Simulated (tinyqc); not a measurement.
From results back to parameters: two-band k.p model of the Delta valleys near the X point under shear strain. Five cases, with inputs chosen for the exercise.

Problem. Under a shear strain exy (|eta| < 1) the valley on the [001] axis has ml(eta) = ml/(1 - eta^2), 1/m[110] = 1/mt + eta/Mp and 1/m[1-10] = 1/mt - eta/Mp with Mp > 0, eta = D exy/Delta, Delta = 2 c k0^2/ml, k0 = kx0 2 pi/a, c = hbar^2/2m0.

Constants: hbar^2/2m0 = 3.80998211 eV angstrom^2.

Find: mt; eta; Mp; D.

Method. The mean of the two inverse transverse masses is 1/mt; eta^2 = 1 - ml/ml(eta), with the sign of 1/m[110] - 1/m[1-10] = 2 eta/Mp, which then gives Mp; D = eta Delta/exy.

Case 1.

Values chosen (near those of Si; the results hold for these values, not for the real material): a = 5.419 angstrom (lattice constant); ml = 0.911 m0 (longitudinal mass); kx0 = 0.152 2 pi/a (distance of the minimum from X); exy = 0.0023 (shear strain).

m[110], m[1-10], ml(eta) (m0): 0.17827790  0.22262840  0.92562792

Solution.

mt = 0.198 m0
eta = 0.1257
Mp = 0.225 m0
D = 14.2 eV

Case 2.

Values chosen (near those of Si; the results hold for these values, not for the real material): a = 5.427 angstrom (lattice constant); ml = 0.907 m0 (longitudinal mass); kx0 = 0.154 2 pi/a (distance of the minimum from X); exy = -0.0022 (shear strain).

m[110], m[1-10], ml(eta) (m0): 0.22870697  0.18411071  0.92163980

Solution.

mt = 0.204 m0
eta = -0.1260
Mp = 0.238 m0
D = 15.3 eV

Case 3.

Values chosen (near those of Si; the results hold for these values, not for the real material): a = 5.434 angstrom (lattice constant); ml = 0.908 m0 (longitudinal mass); kx0 = 0.149 2 pi/a (distance of the minimum from X); exy = -0.0021 (shear strain).

m[110], m[1-10], ml(eta) (m0): 0.22097888  0.17934997  0.92315941

Solution.

mt = 0.198 m0
eta = -0.1281
Mp = 0.244 m0
D = 15.2 eV

Case 4.

Values chosen (near those of Si; the results hold for these values, not for the real material): a = 5.417 angstrom (lattice constant); ml = 0.894 m0 (longitudinal mass); kx0 = 0.15 2 pi/a (distance of the minimum from X); exy = 0.0067 (shear strain).

m[110], m[1-10], ml(eta) (m0): 0.14723968  0.29304594  1.05140230

Solution.

mt = 0.196 m0
eta = 0.3869
Mp = 0.229 m0
D = 14.9 eV

Case 5.

Values chosen (near those of Si; the results hold for these values, not for the real material): a = 5.419 angstrom (lattice constant); ml = 0.925 m0 (longitudinal mass); kx0 = 0.157 2 pi/a (distance of the minimum from X); exy = -0.0021 (shear strain).

m[110], m[1-10], ml(eta) (m0): 0.21419294  0.18065563  0.93420013

Solution.

mt = 0.196 m0
eta = -0.0992
Mp = 0.229 m0
D = 12.9 eV

Computed by tinyqc, one run a case: `OMP_NUM_THREADS=1 python tinyqc.py N N+1 out.jsonl` with N = 1050148, 1050224, 1050264, 1050266, 1050277; one thread of a shared Intel(R) Xeon(R) Processor @ 2.30GHz, about 0.01 s a run at most.
